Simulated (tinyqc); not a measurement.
What each parameter does: alloy A(1-x)B(x) by interpolation with bowing.

Each gap follows E(x) = (1 - x) E_A + x E_B - C x (1 - x); the lattice constant follows Vegard, a(x) = (1 - x) a_A + x a_B.

Mass at Gamma from the Kane formula 1/m = F + Ep (Eg + 2 Dso/3)/(Eg (Eg + Dso)). F is fixed by the masses of A and B and interpolated linearly, as is Ep; Eg and Dso carry their bowing.

Parameters, chosen for this exercise (A near GaSb, B near GaAs; the results hold for these values, not for the real material): Eg = (0.811, 1.54) eV (gap at Gamma to the s-like level of A, B); EgX = (1.157, 1.977) eV (gap to the lowest valley along Gamma-X of A, B); EgL = (0.885, 1.836) eV (gap to L of A, B); C = (1.492, 1.268, 1.066) eV (bowing of the Gamma, X and L gaps); x = 0.79 (fraction of B); Dso = (0.754, 0.34) eV (spin-orbit splitting of A, B); Ep = (26.8, 25.3) eV (Kane energy of A, B); me = (0.0389, 0.0662) m0 (electron mass at Gamma of A, B); Cs = 0.67 eV (bowing of Dso).

Gaps at x and the Kane mass.

Results for these values:

| case | Gamma (eV) | X (eV) | L (eV) | mass (m0) |
|---|---|---|---|---|
| base | 1.1394 | 1.5944 | 1.4594 | 0.0496 |

What happens to each result for Eg = (0.852, 1.54) eV, all else kept?

Answer: Gamma rises from 1.1394 to 1.1480; X does not change at the printed digits; L does not change at the printed digits; mass falls from 0.0496 to 0.0493.

The same for each parameter in turn:

| case | Gamma (eV) | X (eV) | L (eV) | mass (m0) |
|---|---|---|---|---|
| base | 1.1394 | 1.5944 | 1.4594 | 0.0496 |
| x = 0.75 | 1.0780 | 1.5342 | 1.3984 | 0.0471 |
| C = (1.592, 1.368, 1.166) eV | 1.1228 | 1.5778 | 1.4429 | 0.0489 |
| Eg = (0.852, 1.54) eV | 1.1480 | 1.5944 | 1.4594 | 0.0493 |
| EgX = (1.157, 1.878) eV | 1.1394 | 1.5162 | 1.4594 | 0.0496 |
| EgL = (0.841, 1.836) eV | 1.1394 | 1.5944 | 1.4502 | 0.0496 |
| Ep = (29.5, 27.8) eV | 1.1394 | 1.5944 | 1.4594 | 0.0489 |
| Cs = 0.72 eV | 1.1394 | 1.5944 | 1.4594 | 0.0495 |

Computed by tinyqc, a small Python program: `OMP_NUM_THREADS=1 python tinyqc.py 1051464 1051465 out.jsonl` (the numbers bound the seed that draws the inputs); one thread of a shared host (Intel(R) Xeon(R) Processor @ 2.30GHz), about 0.01 s for the whole set of steps.
